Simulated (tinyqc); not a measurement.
A tight-binding chain with uneven site energies, recursive Green functions: two steps of the calculation.

The device has N = 5 slices of 1 site(s), nearest-neighbour hopping -t, and site energies U; the leads are semi-infinite continuations with site energy 0. V = <i+1|H|i> = -t 1.

Parameters, values chosen for the exercise:
```
symbol  value  unit                      meaning
t           1    eV  hopping (matrix element -t)
```

Constants: q = 1.602176634e-19 C, h = 6.62607015e-34 J s. Results are converted to the units shown.

Question 1. Transmission. T(E) = Tr[Gamma G_(N,1) Gamma G_(N,1)^dagger]. Conductance (2 q^2/h) T(E).

G_(N,1) = -0.34343103+0.07147008i 1/eV
Gamma = 1.9803030 eV

Give: T(E); conductance.

Answer 1.

T(E) = 0.48256
conductance = 37.390 uS

Inverting the whole matrix gives the same value.

Question 2. States fed from the left, and the bond current. The full first column follows backwards from c_N = G_(N,1): c_i = G_(i,1)(forward) + g_i V^dagger c_(i+1). The density of states fed by the left lead is Gamma |c_i|^2/(2 pi), and the current on bond i is 2 t Gamma Im(c_(i+1) conj(c_i)) in units of T(E).

```
site,g_i (1/eV),"G_(i,1) of the forward pass (1/eV)"
1,-0.4982206-0.5872785i,-0.4982206-0.5872785i
2,-0.2326027-1.6703795i,0.8650904-0.9688201i
3,-0.2758049-0.1830060i,0.4158961-0.1088886i
4,2.5508884-3.7107291i,-0.6568485+1.8210403i
5,-0.0949217-0.1543524i,-0.3434310+0.0714701i
```

Gamma = 1.9803030 eV

Give: c_i; density fed from the left; bond current.

Answer 2.

```
site,c_i (1/eV),density fed from the left (1/eV)
1,0.2269-0.2213i,0.0317
2,0.9715-0.4106i,0.3506
3,0.3365-0.0168i,0.0358
4,-0.0460+0.3643i,0.0425
5,-0.3434+0.0715i,0.0388
```

bond current, bond 1 to 4: [0.4826, 0.4826, 0.4826, 0.4826]

The bond current is the same on every bond and equals T(E): the current is conserved.

Program tinyqc, `OMP_NUM_THREADS=1 python tinyqc.py 2660123 2660124 out.jsonl`; Intel Xeon 2.30GHz, shared host, one thread, about 0.02 s.
